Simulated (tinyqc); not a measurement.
Isotype n-N heterojunction, non-linear Poisson equation by Newton steps, Fermi-Dirac statistics: effect of the donor density of material 1.

One dimension, material 1 (n-type) at x < 0 and material 2 (n-type) at x > 0. Band edges: Ec = -psi in material 1 and -psi + dEc in material 2, Ev = Ec - Eg. Equilibrium, Fermi level at 0. n = Nc F((EFn - Ec)/Vt), p = Nv F((Ev - EFp)/Vt), with F(eta) = F_1/2(eta) = (2/sqrt(pi)) int_0^infinity sqrt(u) du/(1 + exp(u - eta)) (Fermi-Dirac statistics); full ionisation, no interface charge, classical densities; the doping types are chosen for the exercise.

Exact first integral: on each side D^2/(2 eps0 er) = G, G = q [Vt (nI_j - nI_b) + Vt (pI_j - pI_b) - C (psi_j - psi_b)], with C = +N1 or +N2, b the neutral end of that side, and nI, pI the densities with F_1/2 replaced by F_3/2(eta) = (4/(3 sqrt(pi))) int_0^infinity u^(3/2) du/(1 + exp(u - eta)). D is continuous, so er1 G1(psi_j) = er2 G2(psi_j) fixes psi_j. Ends from Nc1 F(psi_L/Vt) = N1 and Nc2 F((V + psi_R - dEc)/Vt) = N2. D is counted positive when psi rises towards material 2.

Parameters, values chosen for the exercise; band and dielectric values those of a made-up pair:
```
symbol,value,unit,meaning
T,300,K,temperature
Eg1,1.77,eV,band gap of material 1
er1,9.85,,relative permittivity of material 1
Nc1,7.55e17,cm^-3,conduction-band density of states of material 1
Nv1,1.98e19,cm^-3,valence-band density of states of material 1
Eg2,2.34,eV,band gap of material 2
er2,8.68,,relative permittivity of material 2
Nc2,2.25e18,cm^-3,conduction-band density of states of material 2
Nv2,1.58e19,cm^-3,valence-band density of states of material 2
dEc,-0.21,eV,conduction-band offset Ec2 - Ec1
N2,5.1e17,cm^-3,donor density of material 2
V,0,V,bias of side 1 against side 2
```

Constants: q = 1.602176634e-19 C, kB = 1.380649e-23 J/K, Vt = kB T/q, eps0 = 8.8541878128e-14 F/cm where lengths are in cm. Results are converted to the units shown.

Result of one run:
```
N1 (cm^-3),psi_R - psi_L (V),psi_j - psi_L (V),psi_R - psi_j (V),D/q (cm^-2),n_j in 1 (cm^-3),n_j in 2 (cm^-3)
2.6e16,-0.1595,-0.1420,-0.01754,-1.813e11,1.083e14,9.399e17
```

What becomes of these results when the donor density of material 1 N1 is changed from 2.6e16 to 3.4e17 cm^-3, all else the same?

Result of the changed run:
```
N1 (cm^-3),psi_R - psi_L (V),psi_j - psi_L (V),psi_R - psi_j (V),D/q (cm^-2),n_j in 1 (cm^-3),n_j in 2 (cm^-3)
3.4e17,-0.2298,-0.1730,-0.05678,-7.329e11,4.943e14,3.086e18
```

The whole series:
```
N1 (cm^-3),psi_R - psi_L (V),psi_j - psi_L (V),psi_R - psi_j (V),D/q (cm^-2),n_j in 1 (cm^-3),n_j in 2 (cm^-3)
8.5e14,-0.07080,-0.06866,-0.002145,-2.032e10,5.973e13,5.506e17
2e15,-0.09294,-0.08903,-0.003902,-3.733e10,6.393e13,5.861e17
4.7e15,-0.1151,-0.1084,-0.006700,-6.512e10,7.124e13,6.469e17
1.1e16,-0.1371,-0.1261,-0.01101,-1.096e11,8.416e13,7.519e17
2.6e16,-0.1595,-0.1420,-0.01754,-1.813e11,1.083e14,9.399e17
6.1e16,-0.1820,-0.1552,-0.02684,-2.927e11,1.553e14,1.278e18
1.4e17,-0.2044,-0.1652,-0.03925,-4.595e11,2.509e14,1.882e18
3.4e17,-0.2298,-0.1730,-0.05678,-7.329e11,4.943e14,3.086e18
```

As N1 goes from 8.5e14 to 3.4e17, the total bending falls from -0.0708 to -0.230 V and the sheet charge D/q falls from -2.03e10 to -7.33e11 cm^-2; the share of the bending in material 1 falls from 97.0 to 75.3 %. In every row electrons move into material 2, which accumulates, while the other side depletes. For N1 = 3.4e17 the carriers at the interface are degenerate and confined to a layer thin enough for quantisation, which is left out.

Numbers from tinyqc (`OMP_NUM_THREADS=1 python tinyqc.py 2040032 2040033 out.jsonl`; about 0.08 s on one thread of a shared Intel Xeon 2.30GHz).
